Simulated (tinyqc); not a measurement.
From results back to parameters: quantum-confined Stark effect in a modulator well. Two cases, with inputs chosen for the exercise.

Problem. The shift of E_e + E_h was computed from a hidden field.

Envelopes on cells of 0.5 angstrom over the well |z| < L/2 and 45 angstrom of barrier on each side, psi = 0 beyond, psi'/m continuous (mean mass between points), c = hbar^2/2m0. The electron sees + e F z and the hole - e F z, each with its offset in the barriers; 1 kV/cm = 1e-5 eV/angstrom. Light holes, band mixing and escape by tunnelling are left out.

Constants: hbar^2/2m0 = 3.80998211 eV angstrom^2.

Find: F; local exponent d ln(shift)/d ln F.

Method. The shift grows steadily in size with F, so bisection finds one value; its slope is -e times the separation of the carriers.

Case 1.

Values chosen (near those of a Ge well in SiGe, direct gap; not measured data): L = 120 angstrom (well width); Vc = 0.397 eV (conduction offset); Vv = 0.103 eV (heavy-hole offset); me = 0.0409 m0 (electron, well); meb = 0.0555 m0 (electron, barrier); mh = 0.219 m0 (heavy hole along z, well); mhb = 0.237 m0 (heavy hole, barrier).

shift = -4.913 meV

Solution.

F = 37.0 kV/cm
local exponent d ln(shift)/d ln F = 1.89

Case 2.

Values chosen (near those of a Ge well in SiGe, direct gap; not measured data): L = 88 angstrom (well width); Vc = 0.365 eV (conduction offset); Vv = 0.119 eV (heavy-hole offset); me = 0.0406 m0 (electron, well); meb = 0.0555 m0 (electron, barrier); mh = 0.211 m0 (heavy hole along z, well); mhb = 0.228 m0 (heavy hole, barrier).

shift = -5.351 meV

Solution.

F = 62.0 kV/cm
local exponent d ln(shift)/d ln F = 1.94

Computed by tinyqc, one run a case: `OMP_NUM_THREADS=1 python tinyqc.py N N+1 out.jsonl` with N = 1251081, 1251095; one thread of a shared Intel(R) Xeon(R) Processor @ 2.30GHz, about 0.2 s a run at most.
